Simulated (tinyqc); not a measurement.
A spin-degenerate level with charging energy between two leads, rate equations: one step of the calculation.

States 0, up, down and 2 with energies 0, e1 - Ez/2, e1 + Ez/2 and 2 e1 + U. mu_L = +V/2, mu_R = -V/2 (meV), f(x) = 1/(1 + exp(x/kB T)). A transition that adds one electron of given spin at the energy E has the rate G f(E - mu) from each lead, and its reverse G [1 - f(E - mu)]. I counts electrons leaving the left lead, times q.

Problem. Time step. Explicit Euler step: p(new) = p + dt W p.

Inputs (values chosen for the exercise):
```
symbol,value,unit,meaning
dt,0.38,ns,time step
```

W (1/ns):

|  | 0 | up | down | 2 |
|---|---|---|---|---|
| 0 | -3.4781183 | 0.0026690 | 2.9992128 | 0.0000000 |
| up | 3.2373310 | -0.0026690 | 0.0000000 | 3.2400000 |
| down | 0.2407872 | 0.0000000 | -2.9992128 | 3.2400000 |
| 2 | 0.0000000 | 0.0000000 | 0.0000000 | -6.4800000 |

p after step 1: 0 -0.3216849, up 1.2301858, down 0.0914992, 2 0.0000000

Wanted: p after step 2.

Solution.

p after step 2: 0 0.2090, up 0.8332, down -0.0422, 2 0.0000

Range of the model: Rate equations need hbar G well below kB T; cotunnelling and the Kondo effect are left out.

tinyqc, about 0.01 s, one thread, Intel Xeon 2.30GHz (shared host): `OMP_NUM_THREADS=1 python tinyqc.py 2780005 2780006 out.jsonl`
